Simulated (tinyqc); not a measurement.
# Dose and depth of a threshold implant

Inverse problem. A sheet of D acceptors per cm^2 lies at depth xi inside the depleted layer of a body doped Na. In the depletion approximation VT = Vfb + f2 + q D/Cox + gamma sqrt(f2 + Vsb - q D xi/(eps0 eps_r)), gamma = sqrt(2 eps0 eps_r q Na)/Cox, Cox = eps0 eox/tox. Find gamma, D and xi.

Values chosen for this exercise; band and dielectric values those of a made-up semiconductor: relative permittivity eps_r = 11.7; acceptor density deep in the body Na = 1.3e17 cm^-3; relative permittivity of the gate insulator (close to silicon dioxide) eox = 3.9; insulator thickness tox = 7.9 nm; flat-band voltage Vfb = -0.8 V; band bending 2 phiF at threshold f2 = 3.037 V.

Constants: q = 1.602176634e-19 C, eps0 = 8.8541878128e-14 F/cm where lengths are in cm. Results are converted to the units shown.

VT against the source at Vsb = 0 and 2.5 V (V): [3.4082360, 3.7146932]

Solution. With y^2 = f2 - q D xi/(eps0 eps_r) and d the difference of the thresholds over gamma, sqrt(y^2 + Vsb) - y = d gives y = (Vsb - d^2)/(2 d). The first threshold then gives D, and y^2 gives xi.

gamma = 0.475 V^0.5
D = 1.10e12 cm^-2
xi = 25.0 nm

Computed by the program tinyqc: `OMP_NUM_THREADS=1 python tinyqc.py 2080035 2080036 out.jsonl`, one thread of a shared Intel Xeon 2.30GHz, about 0.6 s for the whole run.
